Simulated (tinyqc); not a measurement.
# Metal gate on a two-layer dielectric stack with fixed charge and a dipole, step by step

Numbers from tinyqc (`OMP_NUM_THREADS=1 python tinyqc.py 2010037 2010038 out.jsonl`; about 0.01 s on one thread of a shared Intel Xeon 2.30GHz). Printed values are rounded.

Gate, layer 2, layer 1, p-type semiconductor; x runs from the gate inwards. Charges are counted in units of +q. psi is the band bending at the surface, positive towards inversion. Classical charge, Boltzmann statistics, no interface traps.

Parameters, values chosen for the exercise; band and dielectric values close to those of silicon, layer 1 close to silicon dioxide, layer 2 close to aluminium oxide: temperature T = 350 K; band gap Eg = 1.14 eV; relative permittivity eps_r = 11.8; conduction-band density of states at T Nc = 3.48e19 cm^-3; valence-band density of states at T Nv = 3.33e19 cm^-3; electron affinity chi = 4.08 eV; acceptor density Na = 1.3e17 cm^-3; work function of the gate metal pM = 4.17 eV; thickness of layer 1, next to the semiconductor t1 = 0.6 nm; relative permittivity of layer 1 e1 = 3.76; thickness of layer 2, next to the gate t2 = 4.1 nm; relative permittivity of layer 2 e2 = 9.08; fixed charge at the semiconductor interface Q1 = 1.2e12 cm^-2; fixed charge between the layers Q2 = 1.7e11 cm^-2; uniform charge density in layer 1 r1 = 0 cm^-3; uniform charge density in layer 2 r2 = 2.8e18 cm^-3; flat-band shift by a dipole layer between the layers Vd = 0 V; band bending psi of the working point ps = 0.863 V.

Constants: q = 1.602176634e-19 C, kB = 1.380649e-23 J/K, Vt = kB T/q, eps0 = 8.8541878128e-14 F/cm where lengths are in cm. Results are converted to the units shown.

## Equivalent thickness and work-function difference

EOT = 3.9 (t1/e1 + t2/e2), Cox = eps0/(t1/e1 + t2/e2); phi_ms = pM - (chi + Eg - Vt ln(Nv/Na)).

EOT = 2.38335 nm
Cox = 1.44885 uF/cm^2
share of layer 1 in the EOT = 26.1120 %
phi_ms = -0.882736 V

## Flat-band voltage, term by term

EOT = 3.9 (t1/e1 + t2/e2), Cox = eps0/(t1/e1 + t2/e2); phi_ms = pM - (chi + Eg - Vt ln(Nv/Na)). Vfb = phi_ms + Vd - (q/eps0) [Q1 (t1/e1 + t2/e2) + Q2 t2/e2 + r1 (t1^2/(2 e1) + t1 t2/e2) + r2 t2^2/(2 e2)]: each charge counts with its electrical distance from the gate.

terms (V): phi_ms -0.882736, dipole 0.000000, Q1 -0.132699, Q2 -0.013890, r1 0.000000, r2 -0.046900
Vfb = -1.07622 V

Apart from phi_ms the largest term is that of Q1, -133 mV; all charges and the dipole together move Vfb by -193 mV.

## Threshold voltage

ni = sqrt(Nc Nv) exp(-Eg/(2 Vt)), Eg in volts, pB = Vt ln(Na/ni), Vth = Vfb + 2 pB + sqrt(4 q eps0 eps_r Na pB)/Cox.

ni = 2.11044e11 cm^-3
pB = 0.402071 V
depletion charge = 0.187078 uC/cm^2
Vth = -0.142960 V

## Charge in the semiconductor

ni = sqrt(Nc Nv) exp(-Eg/(2 Vt)), Eg in volts. Qs = -sign(psi) sqrt(2 q eps0 eps_r Na Vt [exp(-u) + u - 1 + (ni/Na)^2 (exp(u) - u - 1)]), u = psi/Vt.

Qs = -0.213277 uC/cm^2

The surface is in strong inversion: psi exceeds 2 Vt ln(Na/ni) = 0.804 V.

## Fields and voltage drops

Gauss: D = -Qs just inside the semiconductor; going towards the gate subtract q Q1, then q r1 t1, q Q2 and q r2 t2. Field = D/(eps0 e); the drop over a layer is its mean field times its thickness; Vg = phi_ms + Vd + psi + both drops.

D, place layer 2, gate side to semiconductor surface (uC/cm^2): [-0.190151, -0.006221, 0.021016, 0.021016, 0.213277]
field, place layer 2, gate side to semiconductor surface (MV/cm): [-0.236518, -0.007738, 0.063127, 0.063127, 0.204133]
drop over layer 2 = -0.0500724 V
drop over layer 1 = 0.00378763 V
Vg = -0.0660204 V

The same Vg follows from Vfb + psi - Qs/Cox. The largest field, 0.237 MV/cm in size, is at: layer 2, gate side.
